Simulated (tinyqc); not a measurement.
## Dead time and true rate from two light levels

Inverse problem. A non-paralysable detector measures m = n/(1 + n td); dark counts are negligible. Find td and the true rate at the lower flux.

measured rates at a photon flux and at four times that flux (1/s): 2.2222222e6  6.6666667e6

Solution. 1/m = 1/n + td, so the difference of the inverse rates is 3/(4 n).

td = 50.00 ns
n = 2.500e6 1/s

Program tinyqc, `OMP_NUM_THREADS=1 python tinyqc.py 2630145 2630146 out.jsonl`; Intel Xeon 2.30GHz, shared host, one thread, about 0.01 s.
